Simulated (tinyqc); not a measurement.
# A discretised effective-mass wire between two leads, recursive Green functions: several studies

Finite differences on a grid of step a give a chain with hopping -t, t = C/(m a^2), C = hbar^2/(2 m0), and site energies 2 t + U_i for the N = 8 sites of the device; the semi-infinite leads have site energy 2 t. Each slice is one site, and V = -t couples neighbouring slices.

Parameters, values chosen for the exercise:
```
symbol                                             value  unit                                    meaning
m                                                  0.068    m0                             effective mass
a                                                   0.92    nm                                  grid step
U       [0, 0.167, 0.278, 0.333, 0.333, 0.278, 0.167, 0]    eV              potential on the sites 1 to N
E                                                  0.099    eV  energy above the band bottom of the leads
```

Constants: q = 1.602176634e-19 C, hbar = 1.054571817e-34 J s, m0 = 9.1093837015e-31 kg, hbar^2/(2 m0) = 0.0380998212 eV nm^2. Results are converted to the units shown.

Each table varies one quantity; the others keep the values above.

## Effect of the strength of the potential

Sigma = t^2 g(E - 2 t), g(x) = (x - i sqrt(4 t^2 - x^2))/(2 t^2) for |x| < 2 t and (x - sign(x) sqrt(x^2 - 4 t^2))/(2 t^2) otherwise; Gamma = i (Sigma - Sigma^dagger); both leads give the same. Forward pass: g_1 = (E - H_1 - Sigma)^(-1), g_i = (E - H_i - V g_(i-1) V^dagger)^(-1), with Sigma also subtracted on the last slice; G_(i,1) = g_i V G_(i-1,1), starting from g_1. H_i is the block of slice i, its site energy. T(E) = Tr[Gamma G_(N,1) Gamma G_(N,1)^dagger]. All U are multiplied by the factor sc.

Effect of the strength of the potential:
```
sc         T(E)  reflection, modes - T(E)
0        1.0000                         0
0.38    0.38021                   0.61979
0.75   0.043246                   0.95675
1.12  0.0072012                   0.99280
1.5   0.0016262                   0.99837
1.88  4.6350e-4                   0.99954
2.25  1.5952e-4                   0.99984
2.62  6.1526e-5                   0.99994
3     2.5364e-5                   0.99997
```

T(E) falls from 1.00 to 2.54e-5. At sc = 0 the device equals the leads and transmits all 1 open mode(s). Between the first two non-zero rows the reflection goes as sc^(0.64); the sc^2 of weak scattering holds only at smaller sc than these rows.

## Convergence with the grid step

A flat barrier of height U0 = 0.333 eV and width d = 1.84 nm is laid on n sites with a = d/n (U = U0 on each, N = n). The continuum value is 1/[1 + U0^2 sinh^2(K d)/(4 E (U0 - E))], K = sqrt(m (U0 - E)/C) (sin and k above the barrier).

Convergence with the grid step:
```
n     a (nm)   t (eV)     T(E)  error (%)
1     1.8400  0.16549  0.33449       22.3
2    0.92000  0.66197  0.29120       6.47
4    0.46000   2.6479  0.27809       1.67
8    0.23000   10.592  0.27467      0.422
16   0.11500   42.366  0.27381      0.106
32  0.057500   169.46  0.27359     0.0264
64  0.028750   677.86  0.27353    6.61e-3
```

Read the table: what changes, and by how much?

The continuum value is 0.27352. The error goes from 22 % to 0.0066 %, and the last halving of a cuts it by a factor of 4.0: second order, since the lattice band 2 t (1 - cos ka) departs from the parabola at order (ka)^4.

## The device repeated

Same model as above.

The list U is repeated k times, so the device has k N slices.

The device repeated:
```
k        T(E)  ln T(E)
1     0.01232   -4.397
2    7.013e-5   -9.565
3    3.989e-7   -14.73
4    2.269e-9   -19.90
5   1.291e-11   -25.07
6   7.343e-14   -30.24
8   2.376e-18   -40.58
10  7.689e-23   -50.92
12  2.488e-27   -61.26
```

Read the table: what changes, and by how much?

T(E) falls from 0.0123 to 2.49e-27; over the last rows ln T(E) drops by a steady 5.17 a repeat: the energy lies in a gap of the periodic structure that the repeats form, with a decay length of 3.10 slices for the amplitude.

tinyqc, about 0.02 s, one thread, Intel Xeon 2.30GHz (shared host): `OMP_NUM_THREADS=1 python tinyqc.py 2660005 2660006 out.jsonl`
